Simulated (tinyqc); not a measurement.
Doping from resistivity.

Question. A uniform, uncompensated and fully ionised sample has rho = 1/(q N mu), mu = m1 + (m2 (T/300 K)^(-bt) - m1)/(1 + (N/Nr)^am). Find N, mu and the diffusion coefficient mu Vt.

Parameters, values chosen for the exercise:
- T = 400 K (temperature)
- m1 = 56.3 cm^2/(V s) (mobility limit at high doping)
- m2 = 963 cm^2/(V s) (mobility limit at low doping, at 300 K)
- Nr = 1.92e17 cm^-3 (reference doping of the mobility law)
- am = 0.727 (exponent of the mobility law)
- bt = 2.1 (temperature exponent of m2)

Constants: q = 1.602176634e-19 C, kB = 1.380649e-23 J/K, Vt = kB T/q. Results are converted to the units shown.

resistivity = 2.9123757 ohm cm

Answer. With am below 1 the product N mu rises steadily with N, so one doping matches; it is found by iterating N = 1/(q rho mu(N)).

N = 4.30e15 cm^-3
mu = 498 cm^2/(V s)
diffusion coefficient = 17.2 cm^2/s

Numbers from tinyqc (`OMP_NUM_THREADS=1 python tinyqc.py 2110038 2110039 out.jsonl`; about 0.01 s on one thread of a shared Intel Xeon 2.30GHz).
